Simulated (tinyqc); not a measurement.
A particle near a wafer in liquid: double-layer and van der Waals forces (DLVO), deposition barrier and removal: one step, computed by the program tinyqc. Command: `OMP_NUM_THREADS=1 python tinyqc.py 3112463 3112464 out.jsonl dlvo walk`. One thread of a shared host (Intel(R) Xeon(R) Processor @ 2.30GHz), about 0.01 s of CPU time with the checks.

Sphere and flat wall, Derjaguin approximation, constant potentials in the linear-superposition form, no retardation and no hydration force.

Problem. The curve. U(h) = Z R exp(-kappa h) - A R/(6 h); F(h) = -dU/dh = kappa Z R exp(-kappa h) - A R/(6 h^2), positive for repulsion.

Inputs (values chosen for the exercise, of the order of those for silica on silica in water): particle radius R = 41 nm; Hamaker constant A = 5.5e-21 J; temperature T = 293 K.

kappa = 0.05289937 1/nm

Z = 5.658704 pN

Constants: k_B = 1.380649e-23 J/K.

Give: the table «Against the gap» with the columns kappa h, U (k_B T), F (pN), for h (nm) = 0.4, 0.6, 1.0, 1.5, 2.5, 4.0, 7.0, 12.0, 20.0, 40.0.

Solution.

Against the gap:
```
h (nm)  kappa h  U (k_B T)  F (pN)
0.4       0.021      32.92  -222.9
0.6       0.032      40.08   -92.5
1.0       0.053      45.11   -25.9
1.5       0.079      46.78    -5.4
2.5       0.132      46.53     4.7
4.0       0.212      44.09     7.6
7.0       0.370      38.28     7.7
12.0      0.635      29.63     6.2
20.0      1.058      19.45     4.2
40.0      2.116       6.68     1.5
```

Caution: kappa R is not large, so the Derjaguin approximation is only rough at gaps of the order of the Debye length. Caution: in rows where h is not small against R, A R/(6 h) overstates the van der Waals term. Caution: in rows with kappa h below 1 linear superposition is only rough.
